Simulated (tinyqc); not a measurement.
## Germanium share from the critical thickness

Question. Critical thickness (Matthews-Blakeslee, 60-degree dislocations): h = bv (1 - nu/4)[ln(h/bv) + 1]/(4 pi e_par (1 + nu)), nu = c12/(c11 + c12). e_par = b1 x. Find e_par and x.

Values chosen for this exercise:
```
symbol   value  unit                      meaning
b1      0.0418        lattice mismatch per unit x
c11        168   GPa             elastic constant
c12       63.2   GPa             elastic constant
bv       0.384    nm               Burgers vector
```

critical thickness = 15.760944 nm

Answer. For given h the relation is explicit in the strain.

e_par = 0.669 %
x = 0.160

Program tinyqc, `OMP_NUM_THREADS=1 python tinyqc.py 2530105 2530106 out.jsonl`; Intel Xeon 2.30GHz, shared host, one thread, about 0.01 s.
